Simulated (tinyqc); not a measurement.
Strained quantum well: band edges, subbands and transparency, step by step. Values are carried at full precision from step to step, so a last printed digit may differ when a step is redone from the rounded ones.

Growth on (001), barriers unstrained: tr(e) = e (2 - nu2), Z = b e (1 + nu2); Ec = Ev + Eg + ac tr(e), E_HH = Ev + av tr(e) + Z, E_LH = Ev + av tr(e) - Z (coupling to the split-off band left out).

Constants: hbar^2/2m0 = 3.80998211 eV angstrom^2; hc = 1239.841984 eV nm; kB = 8.617333262e-05 eV/K.

Parameters, chosen for this exercise (near those of an InGaAs/InP well; shifted at random, so the results belong to these values and not to a real crystal): e = -0.0017 (strain in the plane); nu2 = 1.002 (2 C12/C11); Eg = 0.692 eV (unstrained gap of the well); Ev = -0.589 eV (its valence edge); ac = -6 eV; av = 1.07 eV (Ev moves by av tr(e)); b = -1.89 eV (shear potential); Egb = 1.347 eV (gap of the barrier); Evb = -0.94 eV (its valence edge); L = 72 angstrom (well width); me = 0.0418 m0 (electron mass); g1 = 14.27 (gamma1); g2 = 5.67 (gamma2); meb = 0.08 m0; g1b = 5.08; g2b = 1.6; T = 300 K (temperature); Br = 1.1 x 1e-4 cm^2/s (two-dimensional radiative coefficient).

## Strained band edges and offsets

Give tr(e), Z, the edges Ec, E_HH, E_LH and the well depths against the barrier.

tr(e) = -0.00170
Z = 0.0064 eV

Ec, E_HH, E_LH (eV): 0.1132  -0.5844  -0.5972

depths for e, HH, LH (eV): 0.2938  0.3556  0.3428

The well is under compression, which puts HH on top, by 13 meV; the gap becomes 0.6976 eV, +6 meV from the unstrained one.

## Subband edges

Masses along z: me, 1/(g1 - 2 g2) for HH, 1/(g1 + 2 g2) for LH, likewise in the barrier; in the plane me, 1/(g1 + g2) for HH and 1/(g1 - g2) for LH (no mixing, which understates the hole masses away from k = 0). Level n solves k L + 2 atan[(k/m)/(kappa/mb)] = n pi, k = sqrt(m E/c), kappa = sqrt(mb (V - E)/c), c = hbar^2/2m0.

Up to three electron, four HH and two LH levels, on the common energy scale, with their masses in the plane.

Subbands:

| level | E (eV) | m in the plane |
|---|---|---|
| e1 | 0.1761 | 0.0418 |
| e2 | 0.3604 | 0.0418 |
| hh1 | -0.5993 | 0.0502 |
| hh2 | -0.6440 | 0.0502 |
| lh1 | -0.6570 | 0.1163 |
| hh3 | -0.7182 | 0.0502 |
| hh4 | -0.8201 | 0.0502 |
| lh2 | -0.8611 | 0.1163 |

lowest transition = 0.7753 eV
wavelength hc/E = 1599.1 nm

The top hole level is hh1, so the edge is mainly TE polarised; hh2 lies 45 meV lower.

## Transparency density

Transparency (Bernard-Duraffourg): Fc - Fv equals the lowest transition energy with n = p, n = sum m/(2 pi c) kB T ln(1 + exp((Fc - E)/kB T)) and p likewise over the listed subbands; c = hbar^2/2m0, 1/angstrom^2 = 1e16/cm^2.

Solve for u = (Fc - e1)/kB T; give n_tr, the share of holes in the top subband and the current e Br n_tr^2 (e = 1.602177e-19 C).

u = 0.427
n_tr = 0.420 x 1e12/cm^2
share = 0.648
current density = 3.1 A/cm^2

For mirror-image bands u = 0 and n_tr = me kB T ln2/(2 pi c) = 0.313 x 1e12/cm^2; the heavier or more numerous hole states raise it by a factor 1.34.

## Checks

- Transparency for equal single subbands against m kB T ln2/(2 pi c): both 0.3743.

tinyqc: `OMP_NUM_THREADS=1 python tinyqc.py 1280576 1280577 out.jsonl`; about 0.02 s, one thread, shared Intel(R) Xeon(R) Processor @ 2.30GHz.
